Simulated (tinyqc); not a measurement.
Choice of the trial bonds: Wannier functions of a composite (isolated) pair of valence bands (bonds of an sp chain).

Each atom has a hybrid pointing left (<) and right (>). H(k): diagonal +V3 on A, -V3 on B; <A<|A>> = -V1a, <B<|B>> = -V1b, <A>|B<> = -V2, <B>|A<> = -V2p exp(ik); k in 1/a, Bloch sums with exp(ikR). The two lowest bands are filled. Trial functions in cell 0: g1 = cos(c) A> + sin(c) B<, and g2 = sin(c) B> + cos(c) A< of cell 1, whose Bloch vector has cos(c) exp(-ik) on A<. Projection A_mn = <psi_m|g_n>, S = A^+ A, Loewdin U = A S^(-1/2), Bloch-like states w_n = sum_m psi_m U_mn, H_W(k) = U^+ diag(E) U. P = sum_m |psi_m><psi_m| is free of phase choices, and S = g^+ P g, w = P g S^(-1/2).

Parameters, chosen for this exercise: V2 = 4.11 eV (coupling in the bond A-B inside the cell); V2p = 2.58 eV (coupling in the bond to the next cell); V1a = 1.54 eV (coupling of the two hybrids on A); V1b = 1.01 eV (the same on B); V3 = 0 eV (A at +V3, B at -V3); xb = 0.56 a (position of B (A at 0)).

N = 12; centres and spreads in real space with point-like hybrids at R and R + xb; smallest eigenvalue of S over the mesh.

Trial angle:
```
c (deg)  smallest S  centre 1 (a)  centre 2 (a)  sum of centres  total spread (a^2)  H_12(R = 0), mean over k (eV)
15            0.579        0.2764        0.7836          1.0600              0.1383                        -0.5060
30            0.816        0.2764        0.7836          1.0600              0.1379                        -0.4979
45            0.963        0.2764        0.7836          1.0600              0.1378                        -0.4906
55            0.878        0.2764        0.7836          1.0600              0.1379                        -0.4857
65            0.743        0.2764        0.7836          1.0600              0.1380                        -0.4804
75            0.579        0.2764        0.7836          1.0600              0.1383                        -0.4742
85            0.406        0.2764        0.7836          1.0600              0.1389                        -0.4664
```

What can be read from this table?

The sum of the centres stays at 1.0600 a within 0.0000: it gives the electronic polarisation, modulo a, and is fixed by the filled space. Single centres move by less than 0.0001 a here and H_12(0), a matter of gauge, moves by 40 meV. The total spread runs only from 0.1378 to 0.1389 a^2, so the orthogonalisation repairs even poor trials; the projection is best at c = 45 degrees among these rows, and the two bonds, isolated, have c = 45 and 45.

Program tinyqc; command `OMP_NUM_THREADS=1 python tinyqc.py 1482756 1482757 out.jsonl`; about 0.3 s on one thread of a shared Intel(R) Xeon(R) Processor @ 2.30GHz.
